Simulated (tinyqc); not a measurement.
# Single-junction solar cell, detailed-balance limit: where the incident power goes

Every photon above the gap Eg makes one pair and none below is absorbed; carriers thermalise at T and move without loss. Jsc = q fs X Phi(Eg, Ts); the dark current is J0 = q ge Phi(Eg, T)/ERE with the Boltzmann factor exp(V/Vt). The efficiency is the electrical power over fs X sigma Ts^4.

Photon flux above E from a black body at temperature T into a hemisphere: Phi(E, T) = A sum_k exp(-k E/th)[E^2 th/k + 2 E th^2/k^2 + 2 th^3/k^3], k = 1, 2, ..., with th = kB T/q in eV and A = 2 pi q^3/(h^3 c^2). J(V) = Jsc - J0 (exp(V/Vt) - 1); Voc = Vt ln(1 + Jsc/J0); at maximum power v = Vmp/Vt solves (1 + v) exp(v) = 1 + Jsc/J0. Pin = fs X sigma Ts^4, sigma = 2 pi^5 kB^4/(15 h^3 c^2). Power above the gap Pg = fs X A q sum_k exp(-k Eg/th)[Eg^3 a + 3 Eg^2 a^2 + 6 Eg a^3 + 6 a^4], a = th/k at Ts. Shares: Pin - Pg; Pg - Jsc Eg/q; Jsc (Eg/q - Voc); Jsc (Voc - Vmp); (Jsc - Jmp) Vmp; Jmp Vmp.

Inputs (values chosen for the exercise):

| symbol | value | unit | meaning |
|---|---|---|---|
| T | 300 | K | cell temperature |
| Ts | 5760 | K | temperature of the black-body sun |
| fs | 2.16e-5 |  | share of the hemisphere filled by the sun |
| X | 100 |  | concentration |
| ERE | 0.1 |  | external radiative efficiency |
| ge | 1 |  | number of faces that emit |
| Eg | 2.1 | eV | band gap |

Constants: q = 1.602176634e-19 C, kB = 1.380649e-23 J/K, h = 6.62607015e-34 J s, c = 299792458 m/s, Vt = kB T/q. Results are converted to the units shown.

Shares of Pin:
```
                share (%)
below the gap       63.81
thermalisation      9.163
Eg/q to Voc         3.086
Voc to Vmp          1.407
Jsc to Jmp         0.3278
output              22.20
```

What do the numbers show?

The six shares add up to 100 %. The largest loss is "below the gap" with 63.8 %. The two spectral losses take 73.0 % together, more below the gap than by thermalisation: a smaller gap would shift the balance.

Program tinyqc, `OMP_NUM_THREADS=1 python tinyqc.py 2820010 2820011 out.jsonl`; Intel Xeon 2.30GHz, shared host, one thread, about 0.01 s.
